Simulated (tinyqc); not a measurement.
Polar nitride quantum well with polarisation fields, step by step. Values are carried at full precision from step to step, so a last printed digit may differ when a step is redone from the rounded ones.

Growth along [0001]. e_par = (a_sub - a)/a, Ppz = 2 e_par (e31 - e33 C13/C33), P = Psp + Ppz in each layer; strain relaxation and the strain shift of the gaps are left out, although thick layers with more than about 1 % mismatch would relax.

Constants: hbar^2/2m0 = 3.80998211 eV angstrom^2; hc = 1239.841984 eV nm.

Inputs chosen for the exercise (near those of an InGaN well in GaN; the results hold for these values, not for the real material): a_w = 3.235 angstrom (lattice constant a, well); a_b = 3.189 angstrom (lattice constant a, barrier); a_sub = 3.189 angstrom (in-plane lattice constant of the stack); Psp_w = -0.0318 C/m^2 (spontaneous polarisation); Psp_b = -0.0337 C/m^2 (spontaneous polarisation); e31_w = -0.336 C/m^2; e31_b = -0.355 C/m^2; e33_w = 0.695 C/m^2; e33_b = 0.649 C/m^2; C_w = 0.283 (C13/C33); C_b = 0.27 (C13/C33); Lw = 45 angstrom (well width); Lb = 120 angstrom (barrier width); eps_w = 10.7 (dielectric constant); eps_b = 10.1 (dielectric constant); Eg = 2.924 eV (gap of the well); Vc = 0.351 eV (conduction offset); Vv = 0.165 eV (valence offset); me = 0.183 m0 (electron, well); meb = 0.2 m0 (electron, barrier); mh = 1.76 m0 (hole, everywhere).

## Strain and polarisation

Give strain and polarisation of well and barrier; the bound sheet charge is |P_w - P_b|/e with e = 1.602176634e-19 C.

Layers:
```
layer,e_par,Ppz (C/m^2),P (C/m^2)
well,-0.01422,0.01515,-0.01665
barrier,0.00000,0.00000,-0.03370
```

sheet charge = 1.064 x 1e13/cm^2

Of P_w - P_b = +0.0170 C/m^2 the piezoelectric part gives +0.0151 and the spontaneous part +0.0019.

## Built-in fields

In a periodic stack without free charge the potential drop over a period vanishes: F_w = (P_b - P_w) Lb/(eps0 (eps_w Lb + eps_b Lw)), F_b = -F_w Lw/Lb, eps0 = 8.8541878e-12 F/m; 1 MV/cm = 1e8 V/m = 0.01 V/angstrom.

Give both fields and the drop |F_w| Lw across the well.

F_w = -1.329 MV/cm
F_b = 0.498 MV/cm
drop = 0.598 eV

## Levels with and without the field

Envelope functions on cells of 0.25 angstrom over barrier, well, barrier (widths Lb, Lw, Lb), psi = 0 beyond, psi'/m continuous (mean mass between points), c = hbar^2/2m0. With u(z) the integral of e F (F_w in the well, F_b = -F_w Lw/Lb in the barriers, 1 MV/cm = 0.01 V/angstrom), zero at the centre of the well, the electron sees u plus Vc in the barriers and the hole -u plus Vv. The transition is Eg + E_e + E_h; excitons are left out.

Ground states of electron and hole, their centres, the squared overlap, the transition and its wavelength hc/E.

Results:
```
case,E_e (eV),E_h (eV),<z>_e,<z>_h,overlap^2,E (eV),nm
no field,0.0544,0.0078,0.0,0.0,0.973,2.9862,415.2
built-in field,-0.0519,-0.1818,14.3,-18.6,0.00938,2.6903,460.8
```

The field shifts the line by -296 meV, below the gap of the well material, pulls the carriers 32.9 angstrom apart and, with the rate proportional to overlap^2, lengthens the radiative lifetime by a factor 104.

## Estimate from two triangular wells

For a strong field: E = Eg - |e F_w| Lw + a0 (c (e F_w)^2)^(1/3) (me^(-1/3) + mh^(-1/3)), a0 = 2.338107, hard walls, c = hbar^2/2m0, 1 MV/cm = 0.01 V/angstrom.

electron term = 0.3609 eV
hole term = 0.1697 eV
E = 2.8565 eV

Both terms lie below the drop across the well, but the estimate also takes the near wall as infinitely high. Against the grid result 2.6903 eV the estimate errs by +166 meV: +114 from the electron and +52 from the hole, since hard walls stand in for offsets of 0.351 and 0.165 eV into which the carriers leak.

## Checks

- Electron level without field against the matching condition of the square well, eV: both 0.054.

Computed by tinyqc, a small Python program: `OMP_NUM_THREADS=1 python tinyqc.py 1251544 1251545 out.jsonl` (the numbers bound the seed that draws the inputs); one thread of a shared host (Intel(R) Xeon(R) Processor @ 2.30GHz), about 0.05 s for the whole set of steps.
